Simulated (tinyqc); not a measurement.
Segment and feed resistance from two drops.

Inverse problem. A rail is fed at one end through Rq; K loads of Ij follow, each after a segment Rs. The drop at load j is K Ij Rq + Rs Ij sum_(l=1..j) (K - l + 1). Find Rs, Rq and the worst drop, at the middle, if the rail were fed through Rq at both ends: K Ij Rq/2 + Rs Ij K^2/8 with the load taken as continuous.

Inputs (values chosen for the exercise):
```
symbol  value  unit                meaning
K          28        number of equal loads
Ij        1.1    mA   current of each load
```

drops at the first and at the last load (mV): [20.944000, 191.42200]

Solution. The difference of the two drops is Rs Ij K (K - 1)/2, which gives Rs; the first drop then gives Rq.

Rs = 0.4100 ohm
Rq = 0.2700 ohm
drop at the middle with two feeds = 48.36 mV

tinyqc, about 0.3 s, one thread, Intel Xeon 2.30GHz (shared host): `OMP_NUM_THREADS=1 python tinyqc.py 2770103 2770104 out.jsonl`
